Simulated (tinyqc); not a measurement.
Inside a calculation: donors on two lattice sites with valley-orbit split states. Values are carried at full precision from step to step, so a last printed digit may differ when a step is redone from the rounded ones.

Each donor binds at most one electron, in any of its states. For a site s, W_s = sum over its states of g exp(E/kT), and the ionised share is 1/(1 + W_s exp(eta)), eta = (EF - Ec)/kT; n = Nc F_1/2(eta); neutrality n + NA = ND x (mean ionised share, the two sites in equal numbers); holes are neglected. Nc from N = 2 (m kB T/(4 pi c))^(3/2) with c = hbar^2/2m0, in 1/angstrom^3; times 1e24 for 1/cm^3, m = md. F_j(eta) = (1/Gamma(j + 1)) integral_0^infinity x^j dx/(1 + exp(x - eta)), which tends to exp(eta) for eta << 0.

Constants: hbar^2/2m0 = 3.80998211 eV angstrom^2; kB = 8.617333262e-05 eV/K.

Parameters, chosen for this exercise (near those of nitrogen in 4H-SiC; the results hold for these values, not for the real material): md = 0.815 m0 (density-of-states mass of the conduction band); E = (59.9, 52.8, 114.7, 71.1) meV (binding energies of h ground, h excited, k ground, k excited); g = (2, 4, 2, 4) (their degeneracies with spin); T = 500 K; ND = 1.9e+18 1/cm^3 (donors, half on each site); NA = 0 1/cm^3 (compensating acceptors, all ionised); mu0 = 37 cm^2/(V s) (mobility at heavy doping); mu1 = 937 cm^2/(V s) (mobility at light doping and 300 K); Nr = 2e+17 1/cm^3 (reference doping); de = 0.61 (doping exponent); ga = 2.4 (temperature exponent).

## Partition sums of the neutral donor

Give each term g exp(E/kT), W_s, and the effective degeneracy W_s exp(-E_ground/kT).

Nc = 3.9727e+19 1/cm^3

terms: h ground 8.031, h excited 13.62, k ground 28.65, k excited 20.83

W_s: h 21.654, k 49.483

effective degeneracy: h 5.392, k 3.454

The ground state alone would give 2 and all states together 6 on each site; here the excited states hold 63 % and 42 % of the bound electrons on the h and k sites.

## Neutrality

Solve for eta.

eta = -3.650
n = 1.02e+18 1/cm^3

ionised share: h 0.640, k 0.437

n is 0.539 of ND - NA. The deeper k site is ionised 0.68 times as much as the h site.

## Mobility and resistivity

Mobility (Caughey-Thomas form): mu = mu0 + (mu1 (T/300)^(-ga) - mu0)/(1 + ((ND + NA)/Nr)^de); rho = 1/(e n mu), e = 1.602176634e-19 C.

Compare with full ionisation, n = ND - NA.

mu = 85.1 cm^2/(V s)
rho = 0.0717 ohm cm
rho at full ionisation = 0.0386 ohm cm

Incomplete ionisation raises rho by a factor 1.86.

## Checks

- n + NA against ND times the mean ionised share (1/cm^3): both 1.023e+18.

Run: tinyqc, `OMP_NUM_THREADS=1 python tinyqc.py 1682513 1682514 out.jsonl`; Intel(R) Xeon(R) Processor @ 2.30GHz, one thread, shared host; about 0.01 s of CPU time with all checks.
